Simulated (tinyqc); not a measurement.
Worked calculation: time-dependent dielectric breakdown: cell percolation, Weibull statistics, area scaling and voltage extrapolation. Computed by tinyqc, a small Python program that keeps every step. Command: `OMP_NUM_THREADS=1 python tinyqc.py 3014930 3014931 out.jsonl tddb walk`. One thread of a shared host (Intel(R) Xeon(R) Processor @ 2.30GHz), about 0.01 s of CPU time with the checks. Intermediate numbers are printed to about 6 digits and carried at full precision; extremes and crossings named in words are read from the listed rows.

The oxide is divided into columns of area a^2, each holding m = t_ox/a cells (m is taken as continuous). A share lambda(t) = (t/t_1)^alpha of the cells is defective, and a column whose cells are all defective breaks down.

Inputs (values chosen for the exercise, for a model gate oxide):

| quantity | value | unit |
|---|---|---|
| oxide thickness t_ox | 5.4 | nm |
| defect cell size a | 0.92 | nm |
| exponent alpha of defect growth | 0.3 | - |
| time t_1 at which the occupied share would reach 1 | 4.1e+06 | s |
| test area A | 6 | um^2 |
| product area A_u | 300000 | um^2 |
| stress voltage V | 6.95 | V |
| use voltage V_u | 2.9 | V |
| local exponent n = -d ln t/d ln V at the stress voltage | 32 | - |
| activation energy E_a | 0.58 | eV |
| stress temperature T | 150 | C |
| use temperature T_u | 100 | C |
| allowed failure fraction F | 1e-06 | - |

Voltage law used: 1/E.

Constants: k_B = 8.617333262e-05 eV/K.

## Weibull parameters from the cell model

Failure fraction F = 1 - (1 - lambda^m)^N with N = A/a^2 columns, which for small lambda^m is 1 - exp(-(t/t63)^beta) with beta = alpha m and t63 = t_1 N^(-1/beta); critical share lambda(t63) = N^(-1/m). 1 um^2 = 1e6 nm^2.

cells per column m = 5.86957

columns N = 7.08885e+06

Weibull slope beta = 1.76087

characteristic life t63 = 527.635 s

critical share of defective cells = 0.0680558

Times between F = 10 % and 90 % span a factor 5.76: the smaller beta = alpha m, the wider the scatter. Caution: t_1 is an input here; in a real oxide it changes with thickness at fixed voltage.

## A sample of breakdown times

uniform random numbers u: 0.8561  0.3116  0.4133  0.9827  0.7813  0.3476  0.9765  0.1764  0.4534  0.0511

Each device fails at t = t63 (-ln(1 - u))^(1/beta). Sort the times; median rank F_i = (i - 0.3)/(n_s + 0.4) for n_s devices; W = ln(-ln(1 - F_i)).

Weibull plot:

| i | t (s) | F_i | ln t | W |
|---|---|---|---|---|
| 1 | 98.92 | 0.067308 | 4.59431 | -2.66384 |
| 2 | 207.95 | 0.163462 | 5.33731 | -1.72326 |
| 3 | 301.55 | 0.259615 | 5.70894 | -1.20202 |
| 4 | 325.47 | 0.355769 | 5.78527 | -0.82167 |
| 5 | 369.19 | 0.451923 | 5.91132 | -0.50860 |
| 6 | 396.28 | 0.548077 | 5.98212 | -0.23037 |
| 7 | 669.29 | 0.644231 | 6.50621 | 0.03292 |
| 8 | 768.43 | 0.740385 | 6.64435 | 0.29903 |
| 9 | 1117.83 | 0.836538 | 7.01915 | 0.59398 |
| 10 | 1168.79 | 0.932692 | 7.06373 | 0.99269 |

## Fitting the sample

W = ln(-ln(1 - F_i)) with the median ranks F_i. Least squares in W: W = beta ln t - beta ln t63. Maximum likelihood: solve sum t^b ln t/sum t^b - 1/b = mean of ln t for b, then t63 = (mean of t^b)^(1/b).

slope by least squares = 1.42061

t63 by least squares = 616.157 s

slope by maximum likelihood = 1.59457

t63 by maximum likelihood = 607.347 s

The true values are beta = 1.761 and t63 = 528 s. With 10 devices the standard error of the maximum-likelihood slope is about 0.78 beta/sqrt(n_s) = 0.43; the fits miss by -0.34 and -0.17, and t63 by +17 and +15 %.

## Projection to use conditions

All three voltage laws share the slope n at the stress voltage. Factor t(V_u)/t(V): E law exp(n (1 - V_u/V)); 1/E law exp(n (V/V_u - 1)); power law (V/V_u)^n. Temperatures in kelvin are T(C) + 273.15. Temperature factor exp[(E_a/k_B)(1/T_u - 1/T)]; area factor (A/A_u)^(1/beta); percentile factor (-ln(1 - F))^(1/beta); life = t63 x all four; 1 year = 3.15576e7 s.

voltage factor = 2.56136e+19

temperature factor = 8.42593

area factor = 0.00214511

percentile factor = 3.91375e-04

projected life = 3.02942e+09 years

Area and percentile together cost 6.1 decades, voltage and temperature return 20.3; a ten-year target is met. Caution: a voltage factor of more than nine decades rests wholly on the chosen law and cannot be tested.

## Three voltage laws

Life = t63 x voltage, temperature, area and percentile factors, the last three as above.

Log10 of the life in years:

| V_u/V | V_u (V) | E law | 1/E law | power law |
|---|---|---|---|---|
| 1.00 | 6.9500 | -9.92711 | -9.9271 | -9.92711 |
| 0.95 | 6.6025 | -9.23224 | -9.1957 | -9.21427 |
| 0.90 | 6.2550 | -8.53737 | -8.3830 | -8.46287 |
| 0.80 | 5.5600 | -7.14763 | -6.4528 | -6.82599 |
| 0.70 | 4.8650 | -5.75788 | -3.9711 | -4.97025 |
| 0.60 | 4.1700 | -4.36814 | -0.6622 | -2.82795 |
| 0.50 | 3.4750 | -2.97840 | 3.9703 | -0.29415 |
| 0.40 | 2.7800 | -1.58866 | 10.9190 | 2.80697 |

At V_u/V = 0.9 the laws differ by 0.15 decades at most, and at 0.5 by 6.9. The E law is the most cautious and the 1/E law the most hopeful. Ten years are reached at V_u/V = 0.214 (E), 0.560 (1/E), 0.456 (power). Caution: the rows at low voltage extrapolate over many decades and cannot be tested.

Checks made by the program: Weibull form against the exact column count at t63 (relative difference 4e-08).
